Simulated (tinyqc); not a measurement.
Koster-Slater impurity in a tight-binding band, by Green functions and by supercells: one step, computed by the program tinyqc. Command: `OMP_NUM_THREADS=1 python tinyqc.py 3013842 3013843 out.jsonl kosterslater walk`. One thread of a shared host (Intel(R) Xeon(R) Processor @ 2.30GHz), about 0.04 s of CPU time with the checks.

One orbital per site, e(k) = -2 t sum cos(k_i) over 2 direction(s), band from -4 t to 4 t, lattice constant 1. One site has the extra energy U. Spin is left out.

Task: Scattering. T = U/(1 - U G0); phase shift delta = -arg(1 - U G0) in (-pi, pi]; host density of states -Im G0/pi; on the impurity -Im[G0/(1 - U G0)]/pi; lifetime of a band state hbar/(-2 c Im T).

Inputs (values chosen for the exercise, for a model band): impurity potential U = -2.18 eV; impurity concentration c = 0.003 per site.

Lattice: square.

G0(E + i eta) = 0.3939179-0.3033202i 1/eV

Constants: hbar = 6.582119569e-16 eV s.

Give: T matrix; phase shift delta; host density of states; density of states on the impurity; scattering lifetime.

Result:

T matrix = -1.041-0.370i eV

phase shift delta = 0.3418 rad

host density of states = 0.09655 1/eV

density of states on the impurity = 0.02481 1/eV

scattering lifetime = 296.2 fs

The Born approximation would take Im T = U^2 Im G0 = -1.44 eV, 3.89 times the full value.
